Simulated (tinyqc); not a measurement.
Resistance of a tapered via with liner, size effect and interface: one step of the calculation.

A round via whose diameter grows from db at the bottom as D(z) = db + 2 z/tan(ang). The fill, of diameter D - 2 tl, starts above the bottom liner (thickness fb tl) and has rho = rho0 (1 + ks lam/(D - 2 tl)); the sidewall liner conducts in parallel with it. The bottom liner and the interface are crossed over the full area pi db^2/4. Spreading in the lines above and below is left out.

Problem. Slices of the via. Slices between z0 = fb tl and hv, evaluated at their midpoints: conductance per length pi/4 [(D - 2 tl)^2/rho + (D^2 - (D - 2 tl)^2)/rl], slice resistance = slice height over that. 8 slices.

Inputs (values chosen for the exercise); fill metal close to copper: diameter at the bottom db = 12 nm; height hv = 28 nm; sidewall angle ang = 89 degrees; bulk resistivity of the fill rho0 = 1.64 uohm cm; mean free path of the fill lam = 40.8 nm; size-effect factor ks = 1.4; liner on the sidewall tl = 2.4 nm; liner at the bottom over that on the sidewall fb = 0.7; resistivity of the liner rl = 460 uohm cm.

Wanted: z; D; rho; slice resistance.

Solution.

| slice | z (nm) | D (nm) | rho (uohm cm) | slice resistance (ohm) |
|---|---|---|---|---|
| 0 | 3.325 | 12.12 | 14.44 | 10.72 |
| 1 | 6.615 | 12.23 | 14.25 | 10.26 |
| 2 | 9.905 | 12.35 | 14.05 | 9.836 |
| 3 | 13.20 | 12.46 | 13.87 | 9.431 |
| 4 | 16.48 | 12.58 | 13.69 | 9.049 |
| 5 | 19.77 | 12.69 | 13.51 | 8.687 |
| 6 | 23.07 | 12.81 | 13.34 | 8.344 |
| 7 | 26.36 | 12.92 | 13.18 | 8.019 |

tinyqc, about 0.01 s, one thread, Intel Xeon 2.30GHz (shared host): `OMP_NUM_THREADS=1 python tinyqc.py 2750177 2750178 out.jsonl`
